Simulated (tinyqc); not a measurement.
# Trap density from one capacitance

Problem. Traps spread evenly through the insulator exchange electrons with the semiconductor by tunnelling, with tau(x) = t0 exp(2 ka x) at depth x from the interface. The admittance per area Y seen at depth x obeys dY/dx = -Y^2/(i w eps0 eox) + q Nb ln(1 + i w tau)/tau, with Y(0) = i w Cs and w = 2 pi f; the gate sees Y(tox) = G + i w C. Working variable y = Y/(i w), in uF/cm^2. Cox = eps0 eox/tox. Find Nb and G/w.

Values chosen for this exercise:
- eox = 8.8 (relative permittivity of the insulator)
- tox = 11 nm (insulator thickness)
- Cs = 0.81 uF/cm^2 (semiconductor capacitance in accumulation)
- ka = 3.1 1/nm (decay constant of the wave function in the insulator)
- t0 = 2e-10 s (time constant of a trap at the interface)
- f = 100 Hz (frequency)

Constants: q = 1.602176634e-19 C, eps0 = 8.8541878128e-14 F/cm where lengths are in cm. Results are converted to the units shown.

C = 0.72982095 uF/cm^2

Answer. C rises steadily with Nb, so one density matches; in practice ka and t0 must come from the frequency dependence.

Nb = 1.00e20 cm^-3 eV^-1
G/w = 0.0213 uF/cm^2

Program tinyqc, `OMP_NUM_THREADS=1 python tinyqc.py 2202035 2202036 out.jsonl`; Intel Xeon 2.30GHz, shared host, one thread, about 0.7 s.
